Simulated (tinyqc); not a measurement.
Field emission through a triangular barrier, exact transmission by Airy functions: one step of the calculation.

The left lead has its band edge at 0; for x > 0 the edge falls without end, U(x) = U0 - F x, with mass m1. No transverse momentum; C = hbar^2/(2 m0); psi and psi'/m are continuous at x = 0. The outgoing solution is Bi(z) + i Ai(z).

Problem. Scaled variables. Energy scale e = (C F^2/m1)^(1/3), z(x) = (U(x) - E)/e, s = (dz/dx)/m1 = -F/(e m1); v = k/m in a lead. vL = sqrt(mL E/C)/mL.

Values chosen for this exercise; masses and offsets close to those of InGaAs wells and InAlAs barriers: mass in the left lead mL = 0.042 m0; barrier edge at x = 0 U0 = 0.52 eV; mass in the barrier m1 = 0.074 m0; electron energy E = 0.091 eV; field in the barrier F = 0.027 V/nm.

Constants: q = 1.602176634e-19 C, hbar = 1.054571817e-34 J s, m0 = 9.1093837015e-31 kg, hbar^2/(2 m0) = 0.0380998212 eV nm^2. Results are converted to the units shown.

Wanted: e; z(0); s; vL; turning point (U0 - E)/F.

Solution.

e = 0.072134 eV
z(0) = 5.9473
s = -5.0582 1/nm
vL = 7.5411 1/nm
turning point (U0 - E)/F = 15.889 nm

Range of the model: Masses are held fixed, although real bands cease to be parabolic a few tenths of an eV from their edges.

Program tinyqc, `OMP_NUM_THREADS=1 python tinyqc.py 2580101 2580102 out.jsonl`; Intel Xeon 2.30GHz, shared host, one thread, about 0.01 s.
